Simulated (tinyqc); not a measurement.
The three schemes as the step is halved: finite-difference solution of the diffusion equation on a small grid. Computed by tinyqc, a small Python program. Command: `OMP_NUM_THREADS=1 python tinyqc.py 3030402 3030403 out.jsonl fdiff walk`. One thread of a shared host (Intel(R) Xeon(R) Processor @ 2.30GHz), about 0.01 s of CPU time with the checks.

dC/dt = D d2C/dx2 on nodes x_j = j dx, j = 0..11; the far end is sealed.

Inputs (values chosen for the exercise):

| quantity | value | unit |
|---|---|---|
| diffusivity D | 43 | nm^2/s |
| grid spacing dx | 10 | nm |
| time step dt | 0.3 | s |
| final time t_f | 6 | s |

Boundary at x = 0: sealed surface. Scheme: explicit.

start values C_j, j = 0, 1, ... (% of a reference): 77.8  100  73  15  1.35  0  0  0  0  0  0  0

Method:
- The operator M acts as (M C)_j = C_(j-1) - 2 C_j + C_(j+1); at the sealed far end a mirror node gives 2 C_(N-2) - 2 C_(N-1); at j = 0, a mirror node gives 2 C_1 - 2 C_0.
- r = D dt/dx^2.
- The mode of M with eigenvalue mu has its amplitude multiplied per step by g = (1 + (1 - theta) r mu)/(1 - theta r mu), with theta = 0 explicit, 1 implicit, 1/2 Crank-Nicolson; the explicit scheme is stable for r up to 2/|mu_min|.
- With r = D dt/dx^2: (1 - theta r M) C(new) = (1 + (1 - theta) r M) C(old); theta = 0 explicit, 1 implicit, 1/2 Crank-Nicolson.
- Each run reaches t_f in n equal steps; errors are the largest difference from exp(M D t_f/dx^2) C(0). A dash marks unstable explicit runs.

largest stable r of the explicit scheme = 0.5

Largest error at t_f (%):

| steps n | r | explicit | implicit | Crank-Nicolson |
|---|---|---|---|---|
| 4 | 0.64500 | - | 1.6849 | 1.2428e-01 |
| 8 | 0.32250 | 1.1467 | 0.9349 | 3.1334e-02 |
| 16 | 0.16125 | 0.5496 | 0.4951 | 7.8289e-03 |
| 32 | 0.08063 | 0.2683 | 0.2546 | 1.9567e-03 |
| 64 | 0.04031 | 0.1325 | 0.1290 | 4.8914e-04 |
| 128 | 0.02016 | 0.0658 | 0.0649 | 1.2228e-04 |
| 256 | 0.01008 | 0.0328 | 0.0326 | 3.0571e-05 |

What follows from these numbers?

From the last two rows, halving the step divides the error by 2.01 (explicit), 1.99 (implicit), 4.00 (Crank-Nicolson): a factor 2 marks first order in dt and 4 second order. The explicit scheme needs n of at least 6 to be stable; the other two are stable at any step.

Extremes, crossings and ranges named in words are read from the listed rows.
